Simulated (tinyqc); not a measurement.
## p-n diode with diffusion and depletion-layer recombination: currents and ideality against junction voltage

Abrupt junction in the depletion approximation, low injection, full ionisation, neutral widths fixed, ohmic contact on the p side. Vj is the junction voltage; where a series resistance Rs is given, V = Vj + J Rs is the terminal voltage.

ni = sqrt(Nc Nv) exp(-Eg/(2 Vt)), Eg in volts; D = mu Vt; Ln = sqrt(Dn tn), Lp = sqrt(Dp tp); J0n = q ni^2 Dn coth(wp/Ln)/(Ln Na); J0p = (q ni^2 Dp/(Lp Nd)) (s + tanh(wn/Lp))/(1 + s tanh(wn/Lp)), s = Sp Lp/Dp. J_diff = (J0n + J0p)(exp(Vj/Vt) - 1). Vbi = Vt ln(Na Nd/ni^2), W = sqrt(2 eps0 eps_r (Vbi - Vj)(1/Na + 1/Nd)/q), xp = W Nd/(Na + Nd), xn = W Na/(Na + Nd); u(x) = q Na (x + xp)^2/(2 eps0 eps_r) for x < 0 and Vbi - Vj - q Nd (xn - x)^2/(2 eps0 eps_r) for x > 0; p = Na exp(-u/Vt), n = Nd exp((u - Vbi + Vj)/Vt); U = ni^2 (exp(Vj/Vt) - 1)/(tp (n + ni exp(Et/Vt)) + tn (p + ni exp(-Et/Vt))); J_scr = q times the integral of U from -xp to xn. J = J_diff + J_scr. Ideality = (1/Vt) dVj/d ln J or (1/Vt) dV/d ln J; last column ni^2 exp(Vj/Vt)/N^2.

Parameters, values chosen for the exercise; band and dielectric values those of a made-up semiconductor:
```
symbol    value        unit                                  meaning
T           293           K                              temperature
Eg        0.829          eV                                 band gap
eps_r      17.8                                relative permittivity
Nc      2.36e17       cm^-3   conduction-band density of states at T
Nv      8.28e18       cm^-3      valence-band density of states at T
Na       1.6e17       cm^-3                         acceptor density
Nd         3e16       cm^-3                            donor density
mun        4900  cm^2/(V s)          electron mobility in the p side
mup         280  cm^2/(V s)              hole mobility in the n side
tn         8e-9           s                        electron lifetime
tp         4e-6           s                            hole lifetime
wp         0.23          um              neutral width of the p side
wn          7.4          um              neutral width of the n side
Sp          1e7        cm/s  recombination velocity at the n contact
Rs       0.0085    ohm cm^2                        series resistance
Et            0          eV     trap level above the intrinsic level
```

Constants: q = 1.602176634e-19 C, kB = 1.380649e-23 J/K, Vt = kB T/q, eps0 = 8.8541878128e-14 F/cm where lengths are in cm. Results are converted to the units shown.

Results:
```
Vj (V),J_diff (A/cm^2),J_scr (A/cm^2),J (A/cm^2),V (V),ideality against Vj,ideality against V,"minority/doping, lighter side"
0.17,4.906e-5,2.002e-6,5.106e-5,0.1700,1.014,1.014,1.003e-8
0.21,2.394e-4,5.102e-6,2.445e-4,0.2100,1.009,1.009,4.892e-8
0.26,0.001735,1.537e-5,0.001750,0.2600,1.004,1.005,3.544e-7
0.3,0.008459,3.628e-5,0.008495,0.3001,1.002,1.005,1.728e-6
0.35,0.06128,1.056e-4,0.06139,0.3505,1.001,1.021,1.252e-5
0.39,0.2988,2.497e-4,0.2990,0.3925,1.000,1.101,6.104e-5
0.44,2.165,7.426e-4,2.165,0.4584,1.000,1.729,4.422e-4
0.53,76.46,0.004964,76.47,1.180,1.000,26.74,0.01562
```

Estimate the missing row, Vj = 0.48 V.

Computed row:
```
Vj (V),J_diff (A/cm^2),J_scr (A/cm^2),J (A/cm^2),V (V),ideality against Vj,ideality against V,"minority/doping, lighter side"
0.48,10.55,0.001784,10.56,0.5697,1.000,4.554,0.002156
```

With this row back in the table: The ideality against Vj falls from 1.01 to 1.00. Diffusion is the larger current in every row. J_scr alone has an ideality of 1.69 between the first two rows and 1.93 between the last two. From Vj = 0.39 V the series resistance raises the terminal ideality by over a tenth; there J Rs = 0.10 Vt.

tinyqc, about 0.01 s, one thread, Intel Xeon 2.30GHz (shared host): `OMP_NUM_THREADS=1 python tinyqc.py 2260107 2260108 out.jsonl`
